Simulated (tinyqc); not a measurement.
# Transfer-length model of a contact: what changes with what

A metal contact of length d and width W on a thin layer of the same width. The metal has no resistance, the sheet resistance under it equals Rsh, and current enters the layer at the front edge x = 0.

Inputs (values chosen for the exercise): sheet resistance of the semiconductor layer Rsh = 220 ohm/sq; specific contact resistivity rc = 2e-5 ohm cm^2; contact length d = 3.9 um; contact width W = 24 um.

Each table varies one quantity; the others keep the values above.

## Effect of the sheet resistance

Transfer length Lt = sqrt(rc/Rsh); front resistance Rc = (Rsh Lt/W) coth(d/Lt); end resistance Re = (Rsh Lt/W)/sinh(d/Lt).

Results:

| Rsh (ohm/sq) | Lt (um) | d/Lt | Rc W (ohm um) | Re W (ohm um) |
|---|---|---|---|---|
| 8.8 | 15.08 | 0.2587 | 524.2 | 507.1 |
| 22 | 9.535 | 0.4090 | 541.1 | 498.8 |
| 53 | 6.143 | 0.6349 | 579.9 | 479.9 |
| 130 | 3.922 | 0.9943 | 671.6 | 437.1 |
| 800 | 1.581 | 2.467 | 1283 | 216.3 |
| 2000 | 1.000 | 3.900 | 2002 | 81.00 |
| 4800 | 0.6455 | 6.042 | 3098 | 14.73 |

Estimate the missing row, Rsh = 320 ohm/sq.

Computed row:

| Rsh (ohm/sq) | Lt (um) | d/Lt | Rc W (ohm um) | Re W (ohm um) |
|---|---|---|---|---|
| 320 | 2.500 | 1.560 | 873.9 | 351.7 |

With this row back in the table: Rc W rises from 524 to 3100 ohm um while Re W falls from 507 to 14.7 ohm um; for Rsh going to zero both tend to rc/d = 513 ohm um. A larger Rsh shortens Lt and crowds the current to the front edge.

## Effect of the contact length

Same model as above.

Effect of the contact length:

| d (um) | d/Lt | Rc W (ohm um) | rc/d (ohm um) | Re/Rc |
|---|---|---|---|---|
| 0.35 | 0.1161 | 5740 | 5714 | 0.9933 |
| 0.56 | 0.1857 | 3612 | 3571 | 0.9830 |
| 0.88 | 0.2919 | 2337 | 2273 | 0.9589 |
| 1.4 | 0.4643 | 1530 | 1429 | 0.9011 |
| 2.2 | 0.7297 | 1065 | 909.1 | 0.7823 |
| 3.5 | 1.161 | 807.6 | 571.4 | 0.5705 |
| 5.6 | 1.857 | 696.5 | 357.1 | 0.3048 |
| 8.9 | 2.952 | 667.0 | 224.7 | 0.1042 |
| 14 | 4.643 | 663.4 | 142.9 | 0.01925 |

What does the table show?

Rc W falls from 5740 to 663 ohm um, as d^(-0.99) between the first two rows. It levels off at sqrt(rc Rsh) = 663 ohm um and, among the rows, is within 5 % of that from d = 5.6 um on (Lt = 3.02 um): metal beyond two transfer lengths lowers Rc by less than 4 %.

Computed by the program tinyqc: `OMP_NUM_THREADS=1 python tinyqc.py 2760130 2760131 out.jsonl`, one thread of a shared Intel Xeon 2.30GHz, about 0.01 s for the whole run.
